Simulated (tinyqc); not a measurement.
# Fermi velocity from one capacitance

Problem. At zero temperature and without traps graphene has Cq = 2 q^3 phi/(pi hbar^2 vF^2), charge Cq phi/2, 1/C_G = 1/Cox + 1/Cq and Vg = phi + Cq phi/(2 Cox). Find Cq, phi, vF and n.

Constants: q = 1.602176634e-19 C, hbar = 1.054571817e-34 J s. Results are converted to the units shown.

Vg = 1.2833274 V
C_G = 1.2883734 uF/cm^2
Cox = 1.5696060 uF/cm^2

Solution. The series relation gives Cq, the voltage relation phi = Vg/(1 + Cq/(2 Cox)), and the formula for Cq then vF.

Cq = 7.191 uF/cm^2
phi = 0.3900 V
vF = 1.130e6 m/s
n = 8.752e12 cm^-2

Numbers from tinyqc (`OMP_NUM_THREADS=1 python tinyqc.py 2200123 2200124 out.jsonl`; about 0.01 s on one thread of a shared Intel Xeon 2.30GHz).
